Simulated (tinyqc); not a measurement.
A run and its error bars: classical Heisenberg spin chain: exact results, Metropolis, heat-bath and over-relaxation steps, and a Monte Carlo run. Computed by tinyqc, a small Python program. Command: `OMP_NUM_THREADS=1 python tinyqc.py 3130049 3130050 out.jsonl heismc walk`. One thread of a shared host (Intel(R) Xeon(R) Processor @ 2.30GHz), about 0.2 s of CPU time with the checks.

E = -J sum_i s_i . s_(i+1) for unit vectors s_i on an open chain; K = J/(k_B T).

Inputs (values chosen for the exercise, for a model chain of large moments): coupling J = -2.5 meV; temperature T = 40.6 K; moment mu = 6.8 mu_B; length N of the open chain = 12; seed = 9419.

Update: Metropolis.

Constants: k_B = 8.617333262e-05 eV/K; mu_B = 5.7883818060e-05 eV/T.

Method:
- Each bond angle is independent, so u = <s_i . s_(i+1)> = coth K - 1/K, <s_i . s_(i+n)> = u^n, correlation length xi = -1/ln|u|, energy per bond -J u, heat capacity per bond c/k_B = 1 - K^2/sinh^2 K, and for the long chain chi = mu^2 (1 + u)/(3 k_B T (1 - u)) per spin.
- For N spins, <|sum s|^2>/N = (1 + u)/(1 - u) - 2 u (1 - u^N)/(N (1 - u)^2); the long chain has (1 + u)/(1 - u), chi over the Curie value, and the difference is relative to it.
- From the ordered state (alternating for J < 0), with trial spins uniform on the sphere, 200 sweeps are discarded and 1600 recorded (even and odd sites in turn; random numbers not printed, so these rows are one sample). Errors are the scatter of block means over sqrt(number of blocks).

K = -0.714564

u = -0.230455

<|sum s|^2>/N = 0.650784

Blocking:
```
block length  mean bond product      error  <|sum s|^2>/N     error
1                      -0.22380  0.0040571        0.67327  0.013419
4                      -0.22380  0.0049455        0.67327  0.014374
16                     -0.22380  0.0055131        0.67327  0.015054
40                     -0.22380  0.0056826        0.67327  0.017642
80                     -0.22380  0.0054498        0.67327  0.018440
```

What does the comparison show, and why?

With blocks of 40 the bond product is 1.2 error bars from the exact u = -0.2305, and <|sum s|^2>/N is 1.3 from the exact 0.651. Blocking to 40 changes the two errors by factors 1.4 and 1.3. 71 % of the trial spins are accepted.
